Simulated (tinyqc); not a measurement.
Photoconductance decay in a wafer: bulk and surface recombination modes, and iron detection by pair splitting: one step, computed by the program tinyqc.

Both faces of the wafer have the same S; injection is low and all coefficients are constant. x runs from -W/2 to W/2.

Problem. Decay rates of the even modes. Even modes cos(a x) obey b tan b = S W/(2 D) with b = a W/2, odd modes sin(a x) obey -b cot b = S W/(2 D); each decays at the rate 1/tau_b + D a^2.

Inputs (values chosen for the exercise, modelled on p-type silicon): thickness W = 150 micrometre; diffusivity D = 20.7 cm^2/s; bulk lifetime tau_b without iron = 78 microsecond; surface recombination velocity S = 580 cm/s.

Give: the table «The first four even modes: b, surface rate and decay time» with the columns b_n, surface rate D a^2 (1/s), decay time (microsecond), for n = 0, 1, 2, 3.

Solution.

The first four even modes: b, surface rate and decay time:
```
n     b_n  surface rate D a^2 (1/s)  decay time (microsecond)
0  0.4430                7.2208e+04                1.1761e+01
1  3.2070                3.7849e+06                2.6332e-01
2  6.3164                1.4682e+07                6.8050e-02
3  9.4470                3.2843e+07                3.0436e-02
```
